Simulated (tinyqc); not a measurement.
Worked calculation: Luttinger-Kohn k.p, four valence bands. One step of it, computed by the program tinyqc.

Task: Levels at k. Diagonalise the Hermitian matrix.

H(k) at k (eV), lower triangle (Hermitian):
```
,3/2,1/2,-1/2,-3/2
3/2,0.163719
1/2,-0.040621-0.104453i,0.143563
-1/2,0.056475-0.060931i,0.000000,0.143563
-3/2,0.000000,0.056475-0.060931i,0.040621+0.104453i,0.163719
```

Give: eigenvalues.

Result:

eigenvalues (eV): 0.0138  0.0138  0.2935  0.2935
